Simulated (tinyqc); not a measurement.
# MOSFET in the linear regime without short-channel effects, parameter extraction from computed curves: effects of single changes

Inversion charge Q = Cox n Vt W0(exp((Vg - VT)/(n Vt))), W0 the Lambert function and n = nf; u = Q/Cox; mobility mu = mu0/(1 + th1 u + th2 u^2); channel resistance Rch = (L - dL)/(W mu Q); Id = Vd/(Rch + Rsd/W). Cox = eps0 eox/tox. Small Vd, no channel-length or drain effects.

Values chosen for this exercise; channel values of the order met in silicon transistors:
```
symbol  value        unit                                                                 meaning
T         300           K                                                             temperature
eox       3.9              relative permittivity of the gate insulator (close to silicon dioxide)
tox       4.9          nm                                                     insulator thickness
mu0        81  cm^2/(V s)                                                      low-field mobility
th1      0.76         1/V                                       first mobility attenuation factor
th2       0.1       1/V^2                                      second mobility attenuation factor
VT       0.26           V                                                       threshold voltage
nf       1.14                                                                         body factor
W           1          um                                                              gate width
L       0.086          um                                                       drawn gate length
dL      0.013          um                                             drawn less effective length
Rsd       530      ohm um                                            source plus drain resistance
Vd       0.02           V                                                           drain voltage
```

Constants: q = 1.602176634e-19 C, kB = 1.380649e-23 J/K, Vt = kB T/q, eps0 = 8.8541878128e-14 F/cm where lengths are in cm. Results are converted to the units shown.

Each table varies one quantity; the others keep the values above.

## Extraction methods against the first mobility attenuation factor

From the continuous curve Id(Vg): tangent at peak gm (V_ext = Vg - Id/gm); constant current Id = 0.1 uA W/L; peak of d2Id/dVg2; Y = Id/sqrt(gm) drawn through Vg = VT + 0.6 and VT + 0.8 V, with intercept VT_Y and slope s. Mobilities gm,max L/(W Cox Vd) and s^2 L/(W Cox Vd) with the drawn L. Last column: share of Rsd/W in the total resistance at VT + 0.8 V.

Extraction methods against the first mobility attenuation factor:
```
th1 (1/V)	V_ext (V)	constant current (V)	second derivative (V)	VT_Y (V)	mobility from gm (cm^2/(V s))	mobility from Y (cm^2/(V s))	series share (%)
0	0.267	0.365	0.252	0.329	70.4	97.6	21.8
0.2	0.261	0.367	0.251	0.329	66.5	97.6	19.7
0.4	0.257	0.368	0.250	0.329	63.3	97.6	18.0
0.6	0.253	0.370	0.249	0.329	60.7	97.6	16.6
0.8	0.251	0.372	0.248	0.329	58.4	97.6	15.3
1	0.248	0.374	0.247	0.329	56.5	97.6	14.3
1.2	0.246	0.376	0.246	0.329	54.7	97.6	13.4
```

What does the comparison show?

The model has VT = 0.26 V and mu0 = 81 cm^2/(V s). Over the table the extracted thresholds move by 21 mV (tangent), 11 mV (constant current), 5.5 mV (second derivative), under 0.5 mV (Y function). The mobility from gm falls from 70.4 to 54.7 and that from Y stays near 97.6 cm^2/(V s).

## Extraction methods against the drawn gate length

Same model as above.

Extraction methods against the drawn gate length:
```
L (um)	V_ext (V)	constant current (V)	second derivative (V)	VT_Y (V)	mobility from gm (cm^2/(V s))	mobility from Y (cm^2/(V s))	series share (%)
0.03	0.238	0.336	0.243	0.329	72.4	146	44.2
0.062	0.248	0.365	0.247	0.329	61.0	105	21.6
0.13	0.253	0.377	0.249	0.329	57.2	92.1	10.3
0.27	0.256	0.383	0.250	0.329	55.7	87.0	4.98
0.56	0.257	0.386	0.250	0.329	55.0	84.8	2.40
1.2	0.257	0.387	0.250	0.329	54.7	83.8	1.12
2.4	0.258	0.388	0.251	0.329	54.6	83.3	0.561
5	0.258	0.388	0.251	0.329	54.5	83.1	0.269
```

The model has VT = 0.26 V and mu0 = 81 cm^2/(V s). Over the table the extracted thresholds move by 20 mV (tangent), 52 mV (constant current), 7.0 mV (second derivative), under 0.5 mV (Y function). The mobility from gm falls from 72.4 to 54.5 and that from Y falls from 146 to 83.1 cm^2/(V s).

tinyqc, about 0.01 s, one thread, Intel Xeon 2.30GHz (shared host): `OMP_NUM_THREADS=1 python tinyqc.py 2210143 2210144 out.jsonl`
